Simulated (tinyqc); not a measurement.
Changing the trap density N_t: space-charge-limited current through a thin insulating or semi-insulating film with traps. Computed by tinyqc, a small Python program. Command: `OMP_NUM_THREADS=1 python tinyqc.py 3005638 3005639 out.jsonl sclc sweep`. One thread of a shared host (Intel(R) Xeon(R) Processor @ 2.30GHz), about 0.01 s of CPU time with the checks.

One ohmic injecting contact at x = 0 (field zero), drift only, non-degenerate free carriers.

Inputs (values chosen for the exercise, modelled on HfO2):
```
quantity,value,unit
permittivity eps,22,-
band mobility mu,0.06,cm^2/(V s)
effective density of states N_c,1.1e+20,1/cm^3
"equilibrium Fermi level below the band edge, E_0",0.85,eV
thickness d,430,nm
"free density at the anode, in units of N_c",2.7e-06,-
temperature T,300,K
trap level E_t below the band edge,0.28,eV
```

Traps: single level.

Constants: k_B = 8.617333262e-05 eV/K; e = 1.602176634e-19 C; eps_0 = 8.8541878128e-12 F/m.

Method:
- Free density n_0 = N_c exp(-E_0/k_B T) in equilibrium; trapped density n_t(n) = N_t/(1 + n_1/n), n_1 = N_c exp(-E_t/k_B T).
- theta = n/(n + n_t) at the anode density; trap-filled-limit voltage V_TFL = e (N_t - n_t(n_0)) d^2/(2 eps eps_0).
- J = e mu n F and (eps eps_0/e) dF/dx = n - n_0 + n_t(n) - n_t(n_0) = rho(n). With F = J/(e mu n): d = (eps eps_0 J/(e^2 mu)) I_1 and V = (eps eps_0 J^2/(e^3 mu^2)) I_2, I_k = int_(n_L)^infinity dn/(n^(k+1) rho(n)), n_L the density at the anode; with u = n_L/n, 200 Gauss-Legendre points in t, u = 1 - (1 - t)^2.
- Anode field J/(e mu n_L); Mott-Gurney current (9/8) eps eps_0 mu V^2/d^3; ohmic current e n_0 mu V/d.

One run for each value:
```
trap density N_t (1/cm^3),voltage V (V),current density J (A/cm^2),theta,V_TFL (V)
3.10e+15,1.2595e-01,1.2826e-02,4.4372e-01,2.3573e-01
8.40e+15,2.3668e-01,2.4400e-02,2.2742e-01,6.3874e-01
2.30e+16,5.3930e-01,5.6139e-02,9.7073e-02,1.7489e+00
6.20e+16,1.3443e+00,1.4073e-01,3.8353e-02,4.7145e+00
1.70e+17,3.5693e+00,3.7475e-01,1.4337e-02,1.2927e+01
4.60e+17,9.5395e+00,1.0029e+00,5.3467e-03,3.4979e+01
1.30e+18,2.6828e+01,2.8222e+00,1.8985e-03,9.8853e+01
3.40e+18,7.0044e+01,7.3701e+00,7.2674e-04,2.5854e+02
9.30e+18,1.9146e+02,2.0147e+01,2.6581e-04,7.0718e+02
```

Over the rows, voltage V (V) rises from 0.126 to 191 (exponent d ln y / d ln x 0.63 between the first rows and 1.00 between the last); current density J (A/cm^2) rises from 0.0128 to 20.1 (exponent d ln y / d ln x 0.65 between the first rows and 1.00 between the last); theta falls from 0.444 to 2.66e-4 (exponent d ln y / d ln x -0.67 between the first rows and -1.00 between the last). The exponent of V_TFL stays at 1: the charge of the filled traps.

Caution (rows 3.10e15, 8.40e15): V is below 10 k_B T/e, where diffusion from the contact, left out here, dominates. Caution (rows 9.30e18): the mean field exceeds 3 MV/cm, where field-assisted emission from traps and breakdown set in.
